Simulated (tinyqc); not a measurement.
Slater-Koster d bands of an fcc metal: one step. Second moment and the rectangular band. Three cases, with inputs chosen for the exercise.

Task: mu2 = z (dds^2 + 2 ddp^2 + 2 ddd^2)/5 per orbital, with z = 12. A rectangular band with the same mu2 has width W = sqrt(12 mu2), Fermi level W (Nd/10 - 1/2) and bond energy -W Nd (10 - Nd)/20 (Friedel).

Case 1.

Values chosen (of the size met in Cu; not measured data): dds = -0.364 eV (dd sigma); ddp = 0.189 eV (dd pi); ddd = -0.051 eV (dd delta); Nd = 9 (d electrons per atom).

Case 2.

Values chosen (of the size met in Cu; not measured data): dds = -0.352 eV (dd sigma); ddp = 0.158 eV (dd pi); ddd = -0.056 eV (dd delta); Nd = 9 (d electrons per atom).

Case 3.

Values chosen (of the size met in Ir; not measured data): dds = -1.064 eV (dd sigma); ddp = 0.617 eV (dd pi); ddd = -0.085 eV (dd delta); Nd = 8 (d electrons per atom).

Give: mu2; W; Fermi level; bond energy per atom.

Result:

Case 1.

mu2 = 0.5019 eV^2
W = 2.4542 eV
Fermi level = 0.9817 eV
bond energy per atom = -1.1044 eV

Case 2.

mu2 = 0.4322 eV^2
W = 2.2775 eV
Fermi level = 0.9110 eV
bond energy per atom = -1.0249 eV

Case 3.

mu2 = 4.5790 eV^2
W = 7.4127 eV
Fermi level = 2.2238 eV
bond energy per atom = -5.9302 eV

The bond energy is the attractive part alone; the repulsion between atoms, left out, cancels a large share of it in the cohesive energy.

Computed by tinyqc, one run a case: `OMP_NUM_THREADS=1 python tinyqc.py N N+1 out.jsonl` with N = 1451376, 1451820, 1452012; one thread of a shared Intel(R) Xeon(R) Processor @ 2.30GHz, about 0.04 s a run at most.
